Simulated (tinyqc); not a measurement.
Ellipsometry and reflectance of a transparent film on an absorbing substrate: one step of the calculation.

Air (index 1), film, substrate with N2 = n2 - i k2; time factor exp(+i w t). q_j = sqrt(N_j^2 - sin^2 th), root with positive real part. Fresnel coefficients r_s = (q_a - q_b)/(q_a + q_b), r_p = (N_b^2 q_a - N_a^2 q_b)/(N_b^2 q_a + N_a^2 q_b). tan(Psi) exp(i Delta) = R_p/R_s, Delta taken from 0 to 360 degrees.

Question. Psi, Delta and reflectances. beta = 2 pi d q1/lam, X = exp(-2 i beta), R = (r01 + r12 X)/(1 + r01 r12 X) for p and s.

Parameters, values chosen for the exercise:
- lam = 632.8 nm (wavelength)
- d = 9.1 nm (film thickness)

q1 = 1.1187041
r01,p = -0.21022540
r01,s = -0.53171154
r12,p = 0.35420313-0.00200695i
r12,s = -0.54201550+0.00183581i

Find: beta; X; R_p; R_s; Psi; Delta; |R_p|^2; |R_s|^2.

Answer.

beta = 0.10108 rad
X = 0.97963-0.20079i
R_p = 0.14573-0.08124i
R_s = -0.83077+0.04817i
Psi = 11.337 degrees
Delta = 154.18 degrees
|R_p|^2 = 0.027838
|R_s|^2 = 0.69250

The bare substrate gives Psi = 10.57 and Delta = 179.23 degrees.

Computed by the program tinyqc: `OMP_NUM_THREADS=1 python tinyqc.py 2870171 2870172 out.jsonl`, one thread of a shared Intel Xeon 2.30GHz, about 0.01 s for the whole run.
